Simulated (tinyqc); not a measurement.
Inversion-layer mobility, back-scattering and ballistic limit of a field-effect transistor: one step, computed by the program tinyqc.

The charge at the top of the source barrier is fixed by the gate; series resistance and short-channel effects are left out. F_j are Fermi integrals normalised to exp(eta) in the classical limit.

Question. Effective mobility. mu_phonon = mu_ph (E_eff/1 MV/cm)^(-0.3) (T/300 K)^(-1.75); mu_rough = mu_sr (E_eff/1 MV/cm)^(-2); mu_Coulomb = mu_C (N_inv/1e12 cm^-2) (T/300 K); Matthiessen's rule adds 1/mu.

Inputs (values chosen for the exercise, modelled on a strained silicon n-channel):
```
quantity,value,unit
"phonon mobility at 1 MV/cm and 300 K, mu_ph",540,cm^2/(V s)
"roughness mobility at 1 MV/cm, mu_sr",1600,cm^2/(V s)
"Coulomb mobility at N_inv = 1e12/cm^2, mu_C",1100,cm^2/(V s)
temperature T,300,K
```

Statistics at the top of the barrier: Fermi-Dirac.

inversion density N_inv = 9.404842e+12 1/cm^2

effective field E_eff = 1.345910 MV/cm

Give: phonon part; roughness part; Coulomb part; effective mobility mu.

Answer.

phonon part = 494.0 cm^2/(V s)

roughness part = 883.3 cm^2/(V s)

Coulomb part = 10345 cm^2/(V s)

effective mobility mu = 307.4 cm^2/(V s)

The phonon part is the lowest and holds 62 % of 1/mu.
